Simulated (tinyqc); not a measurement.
MOSFET in saturation, small-signal circuit and noise: effect of the finger width on speed and noise.

Bias by the inversion coefficient IC = I/Ispec (charge-based model with velocity saturation; weak inversion below 0.1, strong above 10). Common-source circuit: gm, gds, Cgs, Cgd and Cj at the inner nodes, Rg in series with the gate; quasi-static, no source or drain resistance, no gate-body capacitance, no substrate network, no induced gate noise, so fmax is an upper estimate.

Ispec = 2 n mu Cox (W/L) Vt^2, lc = Ls/L, gms = [sqrt((lc IC + 1)^2 + 4 IC) - 1]/[2 + lc (lc IC + 1)], gm = gms Ispec/(n Vt), gds = sg gm. qs = [sqrt(1 + 4 IC) - 1]/2, Cgs = Cox W L qs (2 qs + 3)/(3 (qs + 1)^2) + Cov W, Cgd = Cov W, Cd = Cj W, Rg = Rsh (Wf/L)/(12 Nf) + Rc/W with Nf = W/Wf fingers (not rounded) contacted at both ends. fT = gm/(2 pi (Cgs + Cgd)), fmax = fT/(2 sqrt(Rg (gds + 2 pi fT Cgd))). Channel noise Sid = 4 kB T gam n gm with gam = (1/2 + (2/3) qs)/(1 + qs) + gw lc IC, qs = [sqrt(1 + 4 IC) - 1]/2, lc = Ls/L (the last term an empirical rise with velocity saturation); at the gate, white noise Sw = Sid/gm^2 + 4 kB T Rg. Number fluctuation with correlated mobility: S(f) = K/f, K = q^2 Vt lt Nt/(W L Cox^2) (1 + ac mu Cox I/gm)^2, Vt in eV with Nt per eV. Corner fc = K/Sw. IC is held fixed.

Inputs (values chosen for the exercise): temperature T = 300 K; gate length L = 350 nm; total gate width W = 80 um; gate capacitance Cox = 2 uF/cm^2; mobility mu = 180 cm^2/(V s); slope factor n = 1.33; velocity-saturation length Ls = 10 nm; ratio gds/gm sg = 0.0091; overlap and fringe capacitance per side Cov = 0.34 fF/um; drain junction capacitance Cj = 0.49 fF/um; sheet resistance of the gate Rsh = 10 ohm; gate contact and vertical resistance Rc = 200 ohm um; inversion coefficient IC = 3; short-channel excess of the noise factor gw = 0.07; oxide trap density Nt = 1.6e18 cm^-3 eV^-1; tunnelling length into the oxide lt = 0.1 nm; Coulomb scattering coefficient ac = 0 V s/C.

Constants: q = 1.602176634e-19 C, kB = 1.380649e-23 J/K, Vt = kB T/q. Results are converted to the units shown.

The same in every row: I (uA) = 438.85; fT (GHz) = 2.8154.

Effect of the finger width on speed and noise:
```
Wf (um),Rg (ohm),fmax (GHz),sqrt(Sw) (nV/Hz^0.5),fc (MHz)
0.25,2.5019,38.611,1.5628,3.8818
0.5,2.5074,38.568,1.5628,3.8817
1,2.5298,38.397,1.5629,3.8811
2,2.6190,37.737,1.5634,3.8788
4,2.9762,35.400,1.5653,3.8694
8,4.4048,29.099,1.5728,3.8324
```

Read the table: what changes, and by how much?

As Wf goes from 0.25 to 8 um, fT stays at 2.82 GHz, fmax falls from 38.6 to 29.1 GHz, the white noise rises from 1.56 to 1.57 nV/Hz^0.5 and the corner falls from 3.88 to 3.83 MHz. The finger width leaves fT alone and acts through Rg, whose sheet part goes as Wf^2. In every row fmax exceeds 4 fT, where channel resistance and substrate losses, left out here, would cap it.

Numbers from tinyqc (`OMP_NUM_THREADS=1 python tinyqc.py 2150029 2150030 out.jsonl`; about 0.01 s on one thread of a shared Intel Xeon 2.30GHz).
